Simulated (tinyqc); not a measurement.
Exchange splitting: exchange-split free-electron bands and tunnelling magnetoresistance.

Majority and minority bands E = c k^2/m -/+ Dx/2, c = hbar^2/2m0, so k_up = sqrt(m (EF + Dx/2)/c), k_dn = sqrt(m (EF - Dx/2)/c); n_s = k_s^3/(6 pi^2), D_s = m k_s/(4 pi^2 c).

Barrier: kappa = sqrt(mb phi/c), c = hbar^2/2m0. With a = k1/m, b = k2/m, w = kappa/mb, the transmission at normal incidence is T(k1, k2) = 4 a b w^2/[w^2 (a + b)^2 + (w^2 + a^2)(w^2 + b^2) sinh^2(kappa d)]. Parallel: G_P = T(up, up) + T(dn, dn); antiparallel: G_AP = 2 T(up, dn); TMR = (G_P - G_AP)/G_AP. Julliere: TMR = 2 P^2/(1 - P^2). Slonczewski factor: P_eff = P_k (w^2 - a_up a_dn)/(w^2 + a_up a_dn), P_k = (k_up - k_dn)/(k_up + k_dn).

Constants: hbar^2/2m0 = 3.80998211 eV angstrom^2.

Parameters, chosen for this exercise: EF = 4.4 eV (Fermi energy above the mean band bottom); m = 0.8 m0 (mass in the electrodes); phi = 2.08 eV (barrier height above EF); mb = 0.82 m0 (mass in the barrier); d = 17.6 angstrom (barrier thickness).

Dx takes the listed multiples of 2 EF.

Results:
```
Dx/(2 EF)    k_up    k_dn     P_k    P_eff  TMR (%)
0.10       1.0081  0.9119  0.0501  -0.0184     0.07
0.20       1.0529  0.8597  0.1010  -0.0364     0.26
0.35       1.1168  0.7749  0.1807  -0.0615     0.76
0.50       1.1772  0.6797  0.2679  -0.0817     1.34
0.65       1.2347  0.5686  0.3693  -0.0904     1.65
0.80       1.2896  0.4299  0.5000  -0.0654     0.86
0.90       1.3249  0.3040  0.6268   0.0177     0.06
0.97       1.3491  0.1665  0.7803   0.2416    12.40
```

P_k rises from 0.050 to 0.780, and TMR goes from 0.07 % to 12.4 %, not steadily: its largest value is 12.40 % at 0.97 and its smallest 0.06 % at 0.9; P_eff changes sign along the table. At Dx = 2 EF the minority band is empty (a half metal) and G_AP vanishes.

Run: tinyqc, `OMP_NUM_THREADS=1 python tinyqc.py 1651735 1651736 out.jsonl`; Intel(R) Xeon(R) Processor @ 2.30GHz, one thread, shared host; about 0.01 s of CPU time with all checks.
